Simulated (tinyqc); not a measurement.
Pariser-Parr-Pople SCF with singles CI, for the molecule NC1=Cc2ccccc21 (SMILES; centres numbered as the heavy atoms are written), step by step. Computed by tinyqc, a small Python program that keeps every step. Settings: charge = 0, gamma = Ohno, start = huckel, damping = 0, iteration cap = 59, excitations kept = 4. Command: `OMP_NUM_THREADS=1 python tinyqc.py 27319 27320 out.jsonl` (the two numbers bound the seeds that draw the settings). One thread of a shared host (Intel(R) Xeon(R) Processor @ 2.60GHz), about 0.01 s of CPU time with the checks. Later iterations appear only in the table of the cycle.

## PPP integrals

Centres (angstrom, eV; a flat drawing with bonds scaled to 1.40 angstrom):

| centre | x | y | core charge z | W | gamma_rr |
|---|---|---|---|---|---|
| 1N | -2.93100 | 0.73400 | 2 | 24.40000 | 18.25000 |
| 2C | -1.70900 | 0.05000 | 1 | 9.86000 | 11.34000 |
| 3C | -1.32900 | -1.29800 | 1 | 9.86000 | 11.34000 |
| 4C | 0.01800 | -0.91700 | 1 | 9.86000 | 11.34000 |
| 5C | 1.37500 | -1.26200 | 1 | 9.86000 | 11.34000 |
| 6C | 2.35200 | -0.25900 | 1 | 9.86000 | 11.34000 |
| 7C | 1.97200 | 1.08900 | 1 | 9.86000 | 11.34000 |
| 8C | 0.61500 | 1.43300 | 1 | 9.86000 | 11.34000 |
| 9C | -0.36200 | 0.43000 | 1 | 9.86000 | 11.34000 |

Resonance integrals (eV):

| i | j | beta |
|---|---|---|
| 1 | 2 | -2.35000 |
| 2 | 3 | -2.39000 |
| 3 | 4 | -2.39000 |
| 4 | 5 | -2.39000 |
| 5 | 6 | -2.39000 |
| 6 | 7 | -2.39000 |
| 7 | 8 | -2.39000 |
| 8 | 9 | -2.39000 |
| 9 | 2 | -2.39000 |
| 9 | 4 | -2.39000 |

Ohno: gamma = 14.399645/sqrt(R^2 + a^2), a = 2 x 14.399645/(gamma_rr + gamma_ss); H_rr = -W_r - sum_(s != r) z_s gamma_rs; H_rs = beta for bonds.

repulsion gamma_rs (eV), lower triangle:
```
          1N        2C        3C        4C        5C        6C        7C        8C
1N  18.25000
2C   8.44353  11.34000
3C   5.20869   7.61692  11.34000
4C   4.09423   6.12333   7.61898  11.34000
5C   2.97213   4.01780   4.81992   7.61802  11.34000
6C   2.63589   3.37536   3.57302   5.26048   7.61795  11.34000
7C   2.87346   3.57302   3.37470   4.68307   5.25940   7.61692  11.34000
8C   3.84710   4.81971   4.01700   5.26105   4.68345   5.26066   7.61875  11.34000
9C   5.20980   7.61979   6.12142   7.61979   5.26066   4.68348   5.26002   7.61795

          9C
9C  11.34000
```

core matrix H (eV), lower triangle:
```
           1N         2C         3C         4C         5C         6C         7C         8C
1N  -59.68483
2C   -2.35000  -63.89300
3C    0.00000   -2.39000  -57.41934
4C    0.00000    0.00000   -2.39000  -62.23320
5C    0.00000    0.00000    0.00000   -2.39000  -55.08145
6C    0.00000    0.00000    0.00000    0.00000   -2.39000  -52.51966
7C    0.00000    0.00000    0.00000    0.00000    0.00000   -2.39000  -52.99281
8C    0.00000    0.00000    0.00000    0.00000    0.00000    0.00000   -2.39000  -56.83276
9C    0.00000   -2.39000    0.00000   -2.39000    0.00000    0.00000    0.00000   -2.39000

           9C
9C  -64.46270
```

## Starting guess

pi electrons, sum of z_r less the charge = 10

Orbitals of the Hueckel matrix of the beta values.

P at the start, lower triangle:
```
          1N        2C        3C        4C        5C        6C        7C       8C
1N   1.12874
2C   0.81821   1.00000
3C  -0.25317   0.47887   1.49786
4C  -0.34736   0.00000   0.48461   1.00000
5C   0.12658  -0.13697  -0.24893   0.58988   1.12447
6C   0.21268   0.00000  -0.03170   0.00000   0.66476   1.00000
7C  -0.12658   0.02361   0.24893  -0.24760  -0.12447   0.65369   1.12447
8C  -0.18946   0.00000  -0.19229   0.00000  -0.25868   0.00000   0.62158  1.00000
9C   0.12658   0.28618  -0.24893   0.48501   0.12447  -0.29078  -0.12447  0.68837

         9C
9C  1.12447
```

## Iteration 1: Fock matrix

F_rr = H_rr + P_rr gamma_rr / 2 + sum_(s != r) P_ss gamma_rs; F_rs = H_rs - P_rs gamma_rs / 2; E = tr P (H + F) / 2 + core repulsion sum_(r<s) z_r z_s gamma_rs.

F (eV), lower triangle:
```
           1N        2C        3C        4C        5C        6C        7C        8C
1N  -10.13102
2C   -5.80430  -5.86113
3C    0.65934  -4.21374  -4.12338
4C    0.71109   0.00000  -4.23611  -1.48447
5C   -0.18811   0.27517   0.59992  -4.63685  -2.36473
6C   -0.28030   0.00000   0.05664   0.00000  -4.92205  -2.22852
7C    0.18187  -0.04218  -0.42003   0.57977   0.32731  -4.87954  -2.99836
8C    0.36444   0.00000   0.38621   0.00000   0.60575   0.00000  -4.75784  -3.06253
9C   -0.32974  -3.48030   0.76191  -4.23783  -0.32739   0.68093   0.32735  -5.01198

          9C
9C  -3.66628
```

pi energy = -126.11688 eV

## Iteration 1: orbitals and new P

Diagonalise F (the basis is taken as orthonormal) and form P = 2 sum c c over the lowest orbitals.

orbital energies (eV): -15.23068  -11.62577  -9.22024  -8.43889  -5.79840  -0.54980  3.27238  4.36816  7.30282

P after iteration 1, lower triangle:
```
          1N        2C        3C        4C        5C        6C        7C       8C
1N   1.56923
2C   0.64349   0.94474
3C  -0.36846   0.68290   1.35560
4C  -0.24177   0.12273   0.36336   0.83594
5C   0.13636  -0.20539  -0.15241   0.63616   1.08270
6C   0.14356  -0.08845   0.02678   0.09015   0.64471   0.94249
7C  -0.08435   0.08757   0.16635  -0.29295  -0.09083   0.67194   1.11602
8C  -0.14044   0.06675  -0.20499  -0.05418  -0.25243   0.02762   0.61422  0.98322
9C   0.04044   0.19828  -0.21392   0.51571   0.12973  -0.30248  -0.14576  0.69917

         9C
9C  1.17005
```

## Iteration 2: Fock matrix

As before.

F (eV), lower triangle:
```
          1N        2C        3C        4C        5C        6C        7C        8C
1N  -8.11783
2C  -5.06668  -4.66891
3C   0.95959  -4.99080  -4.53011
4C   0.49492  -0.37574  -3.77422  -2.43463
5C  -0.20264   0.41261   0.36730  -4.81315  -3.77115
6C  -0.18921   0.14928  -0.04785  -0.23712  -4.84568  -3.20863
7C   0.12119  -0.15644  -0.28068   0.68594   0.23886  -4.94906  -3.77211
8C   0.27014  -0.16085   0.41172   0.14251   0.59112  -0.07266  -4.72979  -3.37918
9C  -0.10535  -3.14542   0.65476  -4.35482  -0.34124   0.70833   0.38335  -5.05311

          9C
9C  -4.31621
```

pi energy = -127.85653 eV

## Iteration 2: orbitals and new P

As before.

orbital energies (eV): -14.03361  -11.77362  -9.65034  -9.12747  -6.60229  0.37494  2.45575  3.74294  6.41496

P after iteration 2, lower triangle:
```
          1N        2C        3C        4C        5C        6C        7C       8C
1N   1.59818
2C   0.62922   0.93831
3C  -0.38357   0.70989   1.35390
4C  -0.21554   0.11805   0.32791   0.83248
5C   0.12993  -0.19418  -0.14563   0.65166   1.10280
6C   0.11599  -0.06840   0.03497   0.07731   0.63541   0.93866
7C  -0.08066   0.08762   0.14166  -0.30376  -0.08612   0.68403   1.10549
8C  -0.11934   0.05411  -0.19350  -0.04238  -0.25913   0.03361   0.61026  0.96088
9C   0.03998   0.17149  -0.19029   0.52850   0.10331  -0.31327  -0.12095  0.70807

         9C
9C  1.16930
```

## Iteration 3: Fock matrix

As before.

F (eV), lower triangle:
```
          1N        2C        3C        4C        5C        6C        7C        8C
1N  -8.00149
2C  -5.00641  -4.57832
3C   0.99895  -5.09360  -4.51103
4C   0.44124  -0.36143  -3.63918  -2.42769
5C  -0.19309   0.39008   0.35097  -4.87218  -3.82471
6C  -0.15287   0.11545  -0.06247  -0.20334  -4.81025  -3.24819
7C   0.11589  -0.15653  -0.23903   0.71126   0.22647  -4.99509  -3.89119
8C   0.22955  -0.13040   0.38865   0.11148   0.60680  -0.08841  -4.71471  -3.46252
9C  -0.10414  -3.04335   0.58241  -4.40354  -0.27173   0.73361   0.31809  -5.08704

          9C
9C  -4.39324
```

pi energy = -127.93320 eV

## Iteration 3: orbitals and new P

As before.

orbital energies (eV): -13.99672  -11.77872  -9.66495  -9.17265  -6.64715  0.46177  2.38687  3.69908  6.37408

P after iteration 3, lower triangle:
```
          1N        2C        3C        4C        5C        6C        7C       8C
1N   1.61023
2C   0.61958   0.94407
3C  -0.39427   0.72615   1.34568
4C  -0.20269   0.10950   0.30710   0.83405
5C   0.12742  -0.18977  -0.13950   0.66007   1.10650
6C   0.10474  -0.05754   0.03921   0.07162   0.63015   0.93766
7C  -0.07934   0.08737   0.12954  -0.30796  -0.08192   0.69009   1.10272
8C  -0.10859   0.04320  -0.19033  -0.03493  -0.26282   0.03153   0.60735  0.95755
9C   0.04369   0.15772  -0.17159   0.53684   0.09155  -0.31757  -0.10996  0.71285

         9C
9C  1.16153
```

## Convergence

Stop when output and input P, before any damping, agree to 1e-7.

Course of the cycle:

| iteration | E (eV) | largest \|P(out) - P(in)\| |
|---|---|---|
| 1 | -126.1168795 | 4.40e-01 |
| 2 | -127.8565320 | 3.54e-02 |
| 3 | -127.9332008 | 2.08e-02 |
| 4 | -127.9557796 | 1.31e-02 |
| 5 | -127.9654142 | 9.27e-03 |
| 6 | -127.9703821 | 7.33e-03 |
| 7 | -127.9731827 | 6.02e-03 |
| 8 | -127.9748228 | 4.83e-03 |
| 9 | -127.9757983 | 3.82e-03 |
| 10 | -127.9763819 | 3.00e-03 |
| 11 | -127.9767317 | 2.35e-03 |
| ... | ... | ... |
| 41 | -127.9772555 | 1.08e-06 |
| 42 | -127.9772555 | 8.39e-07 |
| 43 | -127.9772555 | 6.49e-07 |
| 44 | -127.9772555 | 5.02e-07 |
| 45 | -127.9772555 | 3.88e-07 |
| 46 | -127.9772555 | 3.00e-07 |
| 47 | -127.9772555 | 2.32e-07 |
| 48 | -127.9772555 | 1.80e-07 |
| 49 | -127.9772555 | 1.39e-07 |
| 50 | -127.9772555 | 1.07e-07 |
| 51 | -127.9772555 | 8.31e-08 |

Converged in 51 iterations.

## Converged orbitals

Charges are z - P_rr.

orbital energies (eV): -13.95867  -11.76419  -9.67842  -9.17508  -6.67337  0.54820  2.28900  3.65475  6.31285

coefficients:
```
        MO1       MO2       MO3       MO4       MO5       MO6       MO7       MO8
1N  0.32534  -0.43721  -0.32391  -0.47289  -0.43317  -0.36437  -0.07679   0.18980
2C  0.50852  -0.39411  -0.06703  -0.10093   0.25511   0.48548   0.15992  -0.38797
3C  0.34312  -0.16741   0.30195   0.04326   0.64278  -0.31023   0.09039   0.36334
4C  0.36877   0.14459   0.47024   0.15454  -0.18476  -0.40388  -0.35323  -0.16111
5C  0.22267   0.34127   0.42946  -0.31720  -0.30506   0.05079   0.53124  -0.23452
6C  0.16268   0.44831  -0.00830  -0.48861   0.10822   0.36153  -0.21443   0.52724
7C  0.17837   0.43725  -0.42904  -0.18480   0.31338  -0.24094  -0.29715  -0.50268
8C  0.27278   0.29739  -0.45234   0.34789  -0.03052  -0.22487   0.56458   0.21736
9C  0.44672   0.08672  -0.07144   0.49589  -0.30996   0.36094  -0.31677   0.15021

         MO9
1N  -0.11017
2C   0.30746
3C  -0.33407
4C   0.50011
5C  -0.34067
6C   0.25956
7C  -0.24805
8C   0.30662
9C  -0.43891
```

pi charges: 1N 0.37365, 2C 0.01264, 3C -0.30393, 4C 0.12792, 5C -0.08830, 6C 0.04407, 7C -0.07887, 8C 0.02115, 9C -0.10833

## Singles CI, singlets

Over the 4 single excitations with the smallest orbital gaps: A = (e_a - e_i) delta + 2 (ia|jb) - (ij|ab), with (pq|rs) = sum c_mp c_mq gamma_mn c_nr c_ns. f = 2/3 w |mu|^2 in atomic units, mu = sqrt2 sum c_ia sum_m c_mi c_ma R_m.

singlet CI matrix (eV), lower triangle:
```
          5>6       5>7      4>6      3>6
5>6   2.14046
5>7  -0.04227   4.64469
4>6   0.79237   0.61169  5.17604
3>6   0.24260  -0.54908  0.17032  5.82404
```

singlet excitation energies (eV): 1.92650  4.12067  5.68258  6.05548

oscillator strengths: 0.02738  0.01881  1.42262  0.49651

## Singles CI, triplets

Over the 4 single excitations with the smallest orbital gaps: A = (e_a - e_i) delta - (ij|ab), with (pq|rs) = sum c_mp c_mq gamma_mn c_nr c_ns.

triplet CI matrix (eV), lower triangle:
```
          5>6       5>7       4>6      3>6
5>6   0.77488
5>7  -0.26721   3.56270
4>6  -0.01824  -0.24461   3.54692
3>6  -0.37791  -0.08492  -0.26428  4.27429
```

triplet excitation energies (eV): 0.70634  3.27649  3.78062  4.39533
